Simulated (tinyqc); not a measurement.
Moments against temperature: two-sublattice mean-field magnet: ferrimagnet, compensation points and susceptibility. Computed by tinyqc, a small Python program. Command: `OMP_NUM_THREADS=1 python tinyqc.py 3030595 3030596 out.jsonl ferri walk`. One thread of a shared host (Intel(R) Xeon(R) Processor @ 2.30GHz), about 0.01 s of CPU time with the checks.

A random alloy A(1-x)B(x) with H = -sum over pairs J S_i.S_j. a = <S_A> and b = <S_B> are taken along z, a > 0. Exchange fields: h_A = (1 - x) zJ_AA a + x zJ_AB b, h_B = (1 - x) zJ_AB a + x zJ_BB b; a = S_A B_(S_A)(S_A h_A/(k_B T)) and likewise for b, with the Brillouin function B_S(y) = [(2S + 1)/(2S)] coth[(2S + 1) y/(2S)] - [1/(2S)] coth[y/(2S)].

Inputs (values chosen for the exercise, for a model ferrimagnet):
```
quantity               value  unit
spin S_A                   2     -
spin S_B                 3.5     -
g factor g_A             2.1     -
g factor g_B               2     -
fraction x of B sites   0.35     -
z J_AA                  41.2   meV
z J_BB                   3.2   meV
z J_AB                  -4.5   meV
T over T_c              0.66     -
```

Constants: k_B = 8.617333262e-05 eV/K.

Method:
- Linearised, T (a, b) = M (a, b) with M_ij = S_i (S_i + 1) c_j zJ_ij/(3 k_B), c_A = 1 - x, c_B = x. T_c is the larger eigenvalue, and its eigenvector gives b/a at onset, (T_c - M_AA)/M_AB.
- Repeat from a = S_A, b = -S_B until a and b change by less than 1e-10.
- Net moment m = (1 - x) g_A a + x g_B b in mu_B per site; net spin s = (1 - x) a + x b.

T_c = 633.071 K

Sublattices:
```
T/T_c   T (K)    a/S_A   -b/S_B  m (mu_B)
0.05    31.65  1.00000  0.99172    0.3003
0.15    94.96  0.99960  0.86359    0.6131
0.30   189.92  0.98307  0.59806    1.2185
0.45   284.88  0.93200  0.39402    1.5790
0.60   379.84  0.84368  0.26426    1.6558
0.72   455.81  0.73807  0.18993    1.5496
0.84   531.78  0.58201  0.12672    1.2784
0.92   582.42  0.42277  0.08341    0.9498
0.97   614.08  0.26315  0.04903    0.5983
```

What does the comparison show, and why?

At 0.45 T_c A keeps 0.93 and B 0.39 of saturation. |m| first rises, to 1.656 at 0.6 T_c, because the minority sublattice falls faster (type P).
